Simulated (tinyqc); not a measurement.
Complex band structure along [001] in sp3s* tight binding, step by step. Values are carried at full precision from step to step, so a last printed digit may differ when a step is redone from the rounded ones.

For k = (0, 0, kz) the phase sums are g0 = cos(phi) and g3 = i sin(phi), phi = kz a/4, and the s, pz, s* orbitals of anion (a) and cation (c) decouple from px, py. With z = exp(i phi), H(z) = H0 + z T + T^T/z for any complex z. H0 is diagonal (Esa, Epa, Exa, Esc, Epc, Exc). The anion-cation block is B(z) = z U + W/z and the cation-anion block z W^T + U^T/z, where U has Vss/2 (s,s), Vsapc/2 (s,z), -Vscpa/2 (z,s), Vxx/2 (z,z), Vxapc/2 (s*,z), -Vpaxc/2 (z,s*), and W has the same values with the s-z and s*-z signs reversed. |z| = 1 is a band state, |z| < 1 decays along [001] as exp(-kappa d) over a distance d, kappa = -(4/a) ln|z|. No spin-orbit coupling.

Inputs chosen for the exercise (out of a larger set: near a published set for AlAs, fitted to gaps, whose masses and valley positions are rough (light masses up to twice too heavy); not measured data):

| symbol | value | unit | meaning |
|---|---|---|---|
| p | (-7.52, 0.985, -1.16, 3.578, 7.466, 6.724, -6.679, 1.879, 4.287, 5.099, 5.488, 4.518, 4.982) | eV | order Esa, Epa, Esc, Epc, Exa, Exc, Vss, Vxx, Vxy, Vsapc, Vscpa, Vxapc, Vpaxc |
| dE | 1.61 | eV | E - Ev |
| a | 5.667 | angstrom | lattice constant |

## The layer matrices

Parameters in the order Esa, Epa, Esc, Epc, Exa, Exc, Vss, Vxx, Vxy, Vsapc, Vscpa, Vxapc, Vpaxc. Form H0 and T.

diagonal of H0 (eV): sa -7.5200, za 0.9850, s*a 7.4660, sc -1.1600, zc 3.5780, s*c 6.7240

T (eV):
```
          sa      za      s*a       sc      zc      s*c
sa    0.0000  0.0000   0.0000  -3.3395  2.5495   0.0000
za    0.0000  0.0000   0.0000  -2.7440  0.9395  -2.4910
s*a   0.0000  0.0000   0.0000   0.0000  2.2590   0.0000
sc   -3.3395  2.7440   0.0000   0.0000  0.0000   0.0000
zc   -2.5495  0.9395  -2.2590   0.0000  0.0000   0.0000
s*c   0.0000  2.4910   0.0000   0.0000  0.0000   0.0000
```

## Edges at Gamma

At z = 1 the levels follow from the blocks [[Esa, Vss], [Vss, Esc]] and [[Epa, Vxx], [Vxx, Epc]]: Ev is the lower p root, and the direct gap ends at the lower of the upper roots.

Ev = -0.0014 eV
EG (direct gap) = 3.0588 eV

## Complex wave vectors at one energy in the gap

Solve det(H0 - E + z T + T^T/z) = 0 with E = Ev + dE, as the linear problem [[0, 1], [-T^T, E - H0]] x = z [[1, 0], [0, T]] x. Roots come as z, -z, 1/z and conjugates; list those with 0 < |z| < 1 and Re z, Im z >= 0, by falling |z|. Re kz = arg(z)/(pi/2) in units of 2 pi/a, kappa = -(4/a) ln|z|.

Decaying roots:

| Re z | Im z | \|z\| | Re kz (2 pi/a) | kappa (1/angstrom) |
|---|---|---|---|---|
| 0.7606 | 0.0000 | 0.7606 | 0.0000 | 0.1932 |
| 0.1839 | 0.5326 | 0.5635 | 0.7884 | 0.4049 |

The slowest root has kappa = 0.1932 1/angstrom at Re kz = 0.000: a purely imaginary k at Gamma. The probability falls by exp(-2 kappa d), a factor 47.6 over 1 nm.

## The px, py block

For px and py the determinant gives (E - Epa)(E - Epc) = Vxx^2 cos^2(phi) + Vxy^2 sin^2(phi). With phi = i kappa a/4 this is sinh^2(kappa a/4) = ((E - Epa)(E - Epc) - Vxx^2)/(Vxx^2 - Vxy^2), E = Ev + dE. Parameters in the order Esa, Epa, Esc, Epc, Exa, Exc, Vss, Vxx, Vxy, Vsapc, Vscpa, Vxapc, Vpaxc.

sinh^2(kappa a/4) = 0.32051
kappa of the heavy-hole branch = 0.3808 1/angstrom

This branch decays faster than the slowest root of the s-pz block (0.1932), by a factor 1.97 in kappa.

## Checks

- Largest distance of a level of the 6 x 6 block at kz = 0.37 (2 pi/a) from a level of the full matrix, against zero (eV): both 0.000000.

Program tinyqc; command `OMP_NUM_THREADS=1 python tinyqc.py 1481874 1481875 out.jsonl`; about 0.01 s on one thread of a shared Intel(R) Xeon(R) Processor @ 2.30GHz.
